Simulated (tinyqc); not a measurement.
# Ionisation ratio from the excess noise

Problem. In the local model of an avalanche photodiode F = k M + (1 - k)(2 - 1/M), k the ratio of the ionisation coefficient of the other carrier to that of the injected one. Find k and F at twice the gain.

M = 30
excess noise factor F = 13.460333

Answer. F is linear in k: k = (F - 2 + 1/M)/(M - 2 + 1/M).

k = 0.4100
F at 2 M = 25.77

Numbers from tinyqc (`OMP_NUM_THREADS=1 python tinyqc.py 2120152 2120153 out.jsonl`; about 0.03 s on one thread of a shared Intel Xeon 2.30GHz).
